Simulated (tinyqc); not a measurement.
# Composition from the perpendicular lattice constant

Inverse problem. The layer is x parts of the first compound and 1 - x of the second, grown coherently on the third as substrate and barrier. Rows of the table: lattice constant a, average valence level Ea on an absolute scale, spin-orbit splitting so, gaps at Gamma, X and L, hydrostatic deformation potentials av and ac (Gamma), shear potential b, elastic constants, electron and heavy-hole (along z) masses. All are interpolated linearly in x; gaps get -C x (1 - x), taken wholly in the conduction band; real line-ups can differ from this model by 0.1 eV or more. In-plane strain e = (a_substrate - a)/a, e_z = -2 (c12/c11) e, volume change 2 e + e_z. X-ray diffraction gives a_z = a (1 + e_z) of the coherent layer. Find x, e and the relaxed Gamma gap.

Values chosen for this exercise: bowing of the Gamma gap CG = 0.7 eV; bowing of the X gap CX = 0 eV; bowing of the L gap CL = 0 eV.

Binary compounds, values chosen for the exercise:
```
              close to InAs  close to AlAs  close to InP
a (angstrom)          6.058          5.661         5.869
Ea (eV)               -6.67          -7.49         -7.04
so (eV)               0.378           0.28          0.11
EG (eV)               0.359           3.03          1.35
EX (eV)                1.38           2.19          2.17
EL (eV)                1.08           2.36          1.91
av (eV)               0.992           2.46          1.28
ac (eV)               -5.08          -5.63         -5.06
b (eV)                -1.81          -1.48          -1.7
c11 (GPa)              83.1            127           102
c12 (GPa)              44.8           53.1          56.7
me (m0)              0.0232          0.148        0.0804
mh (m0)               0.331          0.472          0.53
```

lattice constant along the growth direction = 5.81263032 angstrom

Answer. a_z changes steadily with x, about (1 + 2 c12/c11) times as fast as the relaxed lattice constant, so one composition matches.

x = 0.4500
e = 0.5026 %
relaxed Gamma gap = 1.655 eV

Computed by the program tinyqc: `OMP_NUM_THREADS=1 python tinyqc.py 2690134 2690135 out.jsonl`, one thread of a shared Intel Xeon 2.30GHz, about 0.01 s for the whole run.
